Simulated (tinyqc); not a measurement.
## Mobility and doping from two currents

Problem. A trap-free film with injecting contacts is fitted, with diffusion neglected, by J = q mu N V/Lf + (9/8) eps0 eps_r mu V^2/Lf^3. Find mu, N and the voltage at which both terms are equal.

Values chosen for this exercise: relative permittivity eps_r = 11.7; film thickness Lf = 800 nm.

Constants: q = 1.602176634e-19 C, eps0 = 8.8541878128e-14 F/cm where lengths are in cm. Results are converted to the units shown.

J at 2.7 and 9 V (A/cm^2): 7.6074563  38.264442

Solution. J/V is a straight line in V: the slope gives mu and the intercept mu N.

mu = 0.1000 cm^2/(V s)
N = 1.100e16 cm^-3
crossover voltage = 9.678 V

Program tinyqc, `OMP_NUM_THREADS=1 python tinyqc.py 2730002 2730003 out.jsonl`; Intel Xeon 2.30GHz, shared host, one thread, about 2 s.
